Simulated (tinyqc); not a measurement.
Self-consistent Fermi level with native defects, at growth and after a quench. Inputs raised by 2 %, one at a time. Computed by tinyqc, a small Python program. Command: `OMP_NUM_THREADS=1 python tinyqc.py 3002996 3002997 out.jsonl scfermi sens`. One thread of a shared host (Intel(R) Xeon(R) Processor @ 2.30GHz), about 0.09 s of CPU time with the checks.

Energies are counted from the top of the valence band (VBM); when the gap shrinks with temperature the conduction band moves and the levels stay. The added dopant is taken as fully ionised. D and A draw on one reservoir with opposite signs, as the two vacancies of a compound do.

Inputs (values chosen for the exercise, with bands modelled on ZnSe):

| quantity | value | unit |
|---|---|---|
| gap E_g at 300 K | 2.7 | eV |
| slope -dE_g/dT above 300 K | 0.00059 | eV/K |
| electron mass m_e | 0.144 | m_0 |
| valleys M_c | 1 | - |
| hole mass m_h | 0.732 | m_0 |
| E_f of the neutral native donor D | 3.27 | eV |
| E_f of the neutral native acceptor A | 2.787 | eV |
| shift s of the chemical potential | -0.21 | eV |
| site density N_s | 3.8e+22 | cm^-3 |
| dopant density N_X | 1.4e+18 | cm^-3 |
| growth temperature T_g | 1330 | K |
| temperature of use T | 200 | K |

Added shallow dopant: donor.

levels of D above the VBM, most positive state first (eV): 1.63  1.75  1.87

levels of A above the VBM, (0/-1) first (eV): 1.04  1.19

Constants: m_0 = 9.1093837015e-31 kg; k_B = 1.380649e-23 J/K; h = 6.62607015e-34 J s; k_B = 8.617333262e-05 eV/K.

Method:
- E_f(D, 0) = input + s and E_f(A, 0) = input - s; E_f(q, E_F = 0) follows from the levels, eps(q/q-1) = E_f(q - 1) - E_f(q) at E_F = 0.
- E_g(T) = E_g - slope x max(0, T - 300 K).
- N_c = 2 M_c (2 pi m_e k_B T/h^2)^(3/2) and N_v = 2 (2 pi m_h k_B T/h^2)^(3/2), masses in units of m_0.
- At growth T = T_g.
- n = N_c F_1/2((E_F - E_g)/k_B T), p = N_v F_1/2(-E_F/k_B T).
- F_1/2(eta) = (2/sqrt(pi)) int_0^infinity sqrt(x)/(1 + exp(x - eta)) dx, by the trapezoid rule in t = sqrt(x) with step 0.02 up to t = 12 (for eta < -12 by exp(eta) - exp(2 eta)/2^(3/2)).
- In equilibrium c_q = N_s exp(-(E_f(q, 0) + q E_F)/k_B T).
- Net charge = p - n + sum q c_q + N_X; the log ratio is ln(positive charge/negative charge).
- E_F is the root of the log ratio, by 50 bisections between -0.5 eV and E_g + 0.5 eV.
- After a quench the totals of D and A stay as grown, and each is shared among its charge states with weights exp(-(E_f(q, 0) + q E_F)/k_B T).

Runs:

| input moved | from | to | E_F at growth (eV) | total A (cm^-3) | n after the quench (cm^-3) | p after the quench (cm^-3) |
|---|---|---|---|---|---|---|
| base run | - | - | 1.835 | 4.777e+16 | 1.304e+18 | 2.458e-50 |
| E_f of the neutral native donor D (eV) | 3.27 | 3.3354 | 1.835 | 4.777e+16 | 1.304e+18 | 2.458e-50 |
| E_f of the neutral native acceptor A (eV) | 2.787 | 2.84274 | 1.838 | 3.096e+16 | 1.338e+18 | 2.360e-50 |
| growth temperature T_g (K) | 1330 | 1356.6 | 1.811 | 4.188e+16 | 1.316e+18 | 2.423e-50 |
| gap E_g at 300 K (eV) | 2.7 | 2.754 | 1.878 | 1.022e+17 | 1.196e+18 | 1.228e-51 |
| site density N_s (cm^-3) | 3.8e+22 | 3.876e+22 | 1.835 | 4.860e+16 | 1.303e+18 | 2.463e-50 |
| temperature of use T (K) | 200 | 204 | 1.835 | 4.777e+16 | 1.304e+18 | 5.728e-49 |
| electron mass m_e (m_0) | 0.144 | 0.14688 | 1.832 | 4.528e+16 | 1.309e+18 | 2.561e-50 |

Exponents ln(y'/y) / ln(x'/x):

| input | E_F at growth | total A | n after the quench | p after the quench |
|---|---|---|---|---|
| E_f of the neutral native donor D | 0.000 | 0.000 | 0.000 | 0.000 |
| E_f of the neutral native acceptor A | 0.083 | -21.905 | 1.285 | -2.053 |
| growth temperature T_g | -0.647 | -6.649 | 0.454 | -0.723 |
| gap E_g at 300 K | 1.188 | 38.425 | -4.404 | -151.326 |
| site density N_s | -0.004 | 0.868 | -0.064 | 0.102 |
| temperature of use T | 0.000 | 0.000 | 0.000 | 158.992 |
| electron mass m_e | -0.085 | -2.703 | 0.192 | 2.069 |

Among the inputs moved here: E_F at growth answers most in size to gap E_g at 300 K (exponent +1.188), next to growth temperature T_g (-0.647); its exponent is below 0.0005 for E_f of the neutral native donor D, temperature of use T. total A answers most in size to gap E_g at 300 K (exponent +38.425), next to E_f of the neutral native acceptor A (-21.905); its exponent is below 0.0005 for E_f of the neutral native donor D, temperature of use T. n after the quench answers most in size to gap E_g at 300 K (exponent -4.404), next to E_f of the neutral native acceptor A (+1.285); its exponent is below 0.0005 for E_f of the neutral native donor D, temperature of use T. p after the quench answers most in size to temperature of use T (exponent +158.992), next to gap E_g at 300 K (-151.326); its exponent is below 0.0005 for E_f of the neutral native donor D.

Caution (all rows): in a wide-gap host the dopant, above all an acceptor, may be only partly ionised at the temperature of use; the carrier density is then overstated.
